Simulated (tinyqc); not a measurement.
Special k points of the fcc lattice: one step. Irreducible points and weights. Five cases, with inputs chosen for the exercise.

Problem. Join points that an operation carries into one another (modulo reciprocal vectors); list each class by its first point in the order of (j1, j2, ...).

Lattice vectors in units of a: a1 = (0, 1/2, 1/2), a2 = (1/2, 0, 1/2), a3 = (1/2, 1/2, 0); reciprocal vectors b_i with a_i . b_j = 2 pi delta_ij. Mesh: k = sum_i f_i b_i with f_i = (2 j_i + shift)/(2 N), j_i = 0 .. N-1. The point group of the lattice has 48 operations; only those that map the mesh onto itself are used.

Give: Irreducible points; operations that keep the mesh; irreducible points.

Case 1.

Values chosen: N = 6 (points along each reciprocal vector); shift = 0 (half steps).

Solution.

Irreducible points:
```
f1          f2      f3  weight
0.0000  0.0000  0.0000       1
0.0000  0.0000  0.1667       8
0.0000  0.0000  0.3333       8
0.0000  0.0000  0.5000       4
0.0000  0.1667  0.1667       6
0.0000  0.1667  0.3333      24
0.0000  0.1667  0.5000      24
0.0000  0.1667  0.6667      24
0.0000  0.1667  0.8333      12
0.0000  0.3333  0.3333       6
0.0000  0.3333  0.5000      24
0.0000  0.3333  0.6667      12
0.0000  0.5000  0.5000       3
0.1667  0.3333  0.5000      24
0.1667  0.3333  0.6667      24
0.1667  0.5000  0.6667      12
```

operations that keep the mesh = 48
irreducible points = 16

The weights add up to 216 = N^3; symmetry saves a factor 13.5.

Case 2.

Values chosen: N = 6 (points along each reciprocal vector); shift = 1 (half steps).

Solution.

Irreducible points:
```
f1          f2      f3  weight
0.0833  0.0833  0.0833       2
0.0833  0.0833  0.2500       6
0.0833  0.0833  0.4167       6
0.0833  0.0833  0.5833       6
0.0833  0.0833  0.7500       6
0.0833  0.0833  0.9167       6
0.0833  0.2500  0.2500       6
0.0833  0.2500  0.4167      12
0.0833  0.2500  0.5833      12
0.0833  0.2500  0.7500      12
0.0833  0.2500  0.9167      12
0.0833  0.4167  0.4167       6
0.0833  0.4167  0.5833      12
0.0833  0.4167  0.7500      12
0.0833  0.4167  0.9167      12
0.0833  0.5833  0.5833       6
0.0833  0.5833  0.7500      12
0.0833  0.7500  0.7500       6
0.2500  0.2500  0.2500       2
0.2500  0.2500  0.4167       6
0.2500  0.2500  0.5833       6
0.2500  0.2500  0.7500       6
0.2500  0.4167  0.4167       6
0.2500  0.4167  0.5833      12
0.2500  0.4167  0.7500      12
0.2500  0.5833  0.5833       6
0.4167  0.4167  0.4167       2
0.4167  0.4167  0.5833       6
```

operations that keep the mesh = 12
irreducible points = 28

The weights add up to 216 = N^3; symmetry saves a factor 7.7. The shift breaks the symmetry of the lattice: only 12 of 48 operations keep the mesh.

Case 3.

Values chosen: N = 4 (points along each reciprocal vector); shift = 1 (half steps).

Solution.

Irreducible points:
```
f1          f2      f3  weight
0.1250  0.1250  0.1250       2
0.1250  0.1250  0.3750       6
0.1250  0.1250  0.6250       6
0.1250  0.1250  0.8750       6
0.1250  0.3750  0.3750       6
0.1250  0.3750  0.6250      12
0.1250  0.3750  0.8750      12
0.1250  0.6250  0.6250       6
0.3750  0.3750  0.3750       2
0.3750  0.3750  0.6250       6
```

operations that keep the mesh = 12
irreducible points = 10

The weights add up to 64 = N^3; symmetry saves a factor 6.4. The shift breaks the symmetry of the lattice: only 12 of 48 operations keep the mesh.

Case 4.

Values chosen: N = 4 (points along each reciprocal vector); shift = 0 (half steps).

Solution.

Irreducible points:
```
f1          f2      f3  weight
0.0000  0.0000  0.0000       1
0.0000  0.0000  0.2500       8
0.0000  0.0000  0.5000       4
0.0000  0.2500  0.2500       6
0.0000  0.2500  0.5000      24
0.0000  0.2500  0.7500      12
0.0000  0.5000  0.5000       3
0.2500  0.5000  0.7500       6
```

operations that keep the mesh = 48
irreducible points = 8

The weights add up to 64 = N^3; symmetry saves a factor 8.0.

Case 5.

Values chosen: N = 4 (points along each reciprocal vector); shift = 1 (half steps).

Solution.

Irreducible points:
```
f1          f2      f3  weight
0.1250  0.1250  0.1250       2
0.1250  0.1250  0.3750       6
0.1250  0.1250  0.6250       6
0.1250  0.1250  0.8750       6
0.1250  0.3750  0.3750       6
0.1250  0.3750  0.6250      12
0.1250  0.3750  0.8750      12
0.1250  0.6250  0.6250       6
0.3750  0.3750  0.3750       2
0.3750  0.3750  0.6250       6
```

operations that keep the mesh = 12
irreducible points = 10

The weights add up to 64 = N^3; symmetry saves a factor 6.4. The shift breaks the symmetry of the lattice: only 12 of 48 operations keep the mesh.

Computed by tinyqc, one run a case: `OMP_NUM_THREADS=1 python tinyqc.py N N+1 out.jsonl` with N = 1680628, 1680964, 1680985, 1681040, 1681063; one thread of a shared Intel(R) Xeon(R) Processor @ 2.30GHz, about 0.2 s a run at most.
